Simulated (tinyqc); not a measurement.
From exact B0 back to cohesive energy D: equation-of-state fits to an energy-volume table made by a known binding curve. Computed by tinyqc, a small Python program. Command: `OMP_NUM_THREADS=1 python tinyqc.py 3024237 3024238 out.jsonl eosfit inv`. One thread of a shared host (Intel(R) Xeon(R) Processor @ 2.30GHz), about 0.04 s of CPU time with the checks.

With x = (V/V_0)^(1/3), the energy per atom is E = D [m x^-n - n x^-m]/(n - m), so that B0 = D n m/(9 V_0) and B' = (n + m + 6)/3. B' = dB/dP at P = 0.

Inputs (values chosen for the exercise, for a model crystal):
```
quantity                                 value             unit
true volume V_0                           31.5  angstrom^3/atom
repulsive exponent n                        12                -
attractive exponent m                        4                -
compression V/V_0 for the pressure test    0.7                -
```

Binding curve: Mie. Noise: none.

Constants: 1 eV/angstrom^3 = 160.2176634 GPa.

Method. B0 and B' from the formulas above; P = -dE/dV at V = c V_0 (c the compression chosen), from the curve itself.

Problem. A run gave the result below. Find the cohesive energy D, known to lie between 3.3 and 8.1 eV/atom.

exact B0 = 117.1606 GPa

Solution.

Each step takes the trial c = (a f_b - b f_a)/(f_b - f_a), f being the result less the target and a, b, c the logarithms of the listed values; c replaces end b, the old b replaces a if the sign of f changed, and otherwise f_a is halved.

Scan of the range:
```
cohesive energy D (eV/atom)  exact B0 (GPa)
3.30                                 89.518
3.83                                103.896
4.45                                120.714
5.17                                140.246
6.00                                162.761
6.97                                189.074
8.10                                219.727
```

False position (Illinois rule, in the logarithm of the input) inside the bracket:
```
step    end a    end b    trial  exact B0 (GPa)
1     3.83000  4.45000  4.31114         116.947
2     4.45000  4.31114  4.31888         117.157
3     4.45000  4.31888  4.31911         117.164
4     4.31888  4.31911  4.31900         117.161
```

Exact B0 rises at every point of a 13-point scan of the range (every second point is shown), so one value fits; it is bracketed by 3.83 and 4.45. The scan shows a pure power law with exponent 1.0000, so scaling from any one row also gives the answer directly. Answer: cohesive energy D = 4.319 eV/atom.
